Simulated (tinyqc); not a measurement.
Worked calculation: MP2 on RHF in the 3-21g basis, for He, spin multiplicity 1. Computed by tinyqc, a small Python program that keeps every step (integrals from PySCF). Settings: charge = 0, multiplicity = 1, basis = 3-21g, method = RHF, energy threshold = 1e-10, iteration cap = 55, orthogonalisation = canonical, start = core, DIIS depth = 6. Command: `OMP_NUM_THREADS=1 python tinyqc.py 24046 24047 out.jsonl` (the two numbers bound the seeds that draw the settings). One thread of a shared host (Intel(R) Xeon(R) Processor @ 2.60GHz), about 0.06 s of CPU time with the checks. The early iterations of the SCF are left out here.

## One-electron integrals

Geometry (angstrom):
```
atom         x         y         z
He    0.000000  0.000000  0.000000
```

Basis 3-21g: exponents (1/bohr^2) and contraction coefficients of normalised primitives:
```
element  l (shell)   exponent  coefficient
He           s (1)  13.626700     0.175230
He           s (1)   1.999350     0.893482
He           s (2)   0.382993     1.000000
```

Overlap, kinetic and nuclear-attraction integrals over the contracted functions; the nuclear repulsion is the sum of Za Zb / Rab.

nuclear repulsion = 0 hartree

overlap S:
```
          1He 1s    1He 2s
1He 1s  1.000000  0.595216
1He 2s  0.595216  1.000000
```

kinetic energy T (hartree):
```
          1He 1s    1He 2s
1He 1s  3.916124  0.578949
1He 2s  0.578949  0.574489
```

nuclear attraction V (hartree):
```
           1He 1s     1He 2s
1He 1s  -5.489688  -2.235292
1He 2s  -2.235292  -1.975129
```

core Hamiltonian H = T + V (hartree):
```
           1He 1s     1He 2s
1He 1s  -1.573565  -1.656343
1He 2s  -1.656343  -1.400640
```

## Two-electron integrals

Functions are numbered as in S; the eight-fold symmetry (ij|kl) = (ji|kl) = (kl|ij) leaves the list below.

Two-electron integrals (ij|kl) in chemists' order, unique and non-zero (hartree):
```
(11|11) 1.803255   (21|11) 0.876507   (21|21) 0.452077   (22|11) 0.917008
(22|21) 0.514678   (22|22) 0.698314
```

## Orthogonalisation

S = U s U^T; canonical form X = U s^(-1/2), so that X^T S X = 1. Each column of U has its largest component positive (the first on a tie).

eigenvalues of S: 0.404784  1.595216

X:
```
                1         2
1He 1s   1.111407  0.559855
1He 2s  -1.111407  0.559855
```

## Iteration 8 (converged): orbitals

converged F (hartree):
```
           1He 1s     1He 2s
1He 1s  -0.070801  -1.118003
1He 2s  -1.118003  -0.499364
```

Diagonalise F' = X^T F X, C = X C', fill 1 alpha and 1 beta electrons from the bottom; D = 2 C_occ C_occ^T. Each column has its largest component positive (the first on a tie).

F' = X^T F X (hartree):
```
          1          2
1  2.057689   0.266663
2  0.266663  -0.879558
```

orbital energies (hartree): MO1 -0.903572, MO2 2.081703

coefficients C:
```
             MO1        MO2
1He 1s  0.457919   1.157140
1He 2s  0.657278  -1.056716
```

D after iteration 8:
```
          1He 1s    1He 2s
1He 1s  0.419379  0.601960
1He 2s  0.601960  0.864028
```

## Convergence

Stop when the energy changes by less than 1e-10 hartree and every element of the error matrix X^T (F D S - S D F) X is below 3e-06.

Course of the cycle:
```
iteration  E (hartree)     change  largest element of the error matrix
1          -2.73510990          -                             7.40e-01
2          -2.83526297  -1.00e-01                             4.82e-02
3          -2.83567987  -4.17e-04                             4.36e-05
4          -2.83567987  -2.67e-10                             2.03e-05
5          -2.83567987  -4.25e-11                             1.32e-05
6          -2.83567987  -1.41e-11                             9.82e-06
7          -2.83567987  -6.37e-12                             7.81e-06
8          -2.83567987  -1.09e-11                             1.60e-09
```

PySCF RHF in the same basis = -2.83567987 hartree

Converged in 8 iterations.

## Integrals over molecular orbitals

(pq|rs) = sum C_ip C_jq C_kr C_ls (ij|kl), one index at a time.

one-electron integrals over orbitals h = C^T H C (hartree):
```
           1          2
1  -1.932108  -0.319236
2  -0.319236   0.379665
```

Two-electron integrals over orbitals (pq|rs), unique and non-zero (hartree):
```
(11|11) 1.028537   (21|11) 0.319236   (21|21) 0.261994   (22|11) 0.982016
(22|21) 0.343809   (22|22) 0.998335
```

## Second-order Moller-Plesset energy

Hartree-Fock energy = -2.83567987 hartree

E2 = sum_ijab (ia|jb) [2 (ia|jb) - (ib|ja)] / (e_i + e_j - e_a - e_b) over occupied i, j and virtual a, b; the opposite-spin part is (ia|jb)^2 / denominator, the rest is same-spin, and SCS-MP2 scales them by 6/5 and 1/3.

Terms:
```
i  j  a  b   (ia|jb)   (ib|ja)  denominator       term
1  1  2  2  0.261994  0.261994    -5.970548  -0.011497
```

Pair energies (hartree; pair i-j sums ij and ji):
```
pair  opposite spin  same spin
1-1       -0.011497   0.000000
```

MP2 correlation energy = -0.01149661 hartree

SCS-MP2 correlation energy = -0.01379594 hartree

MP2 total energy = -2.84717649 hartree
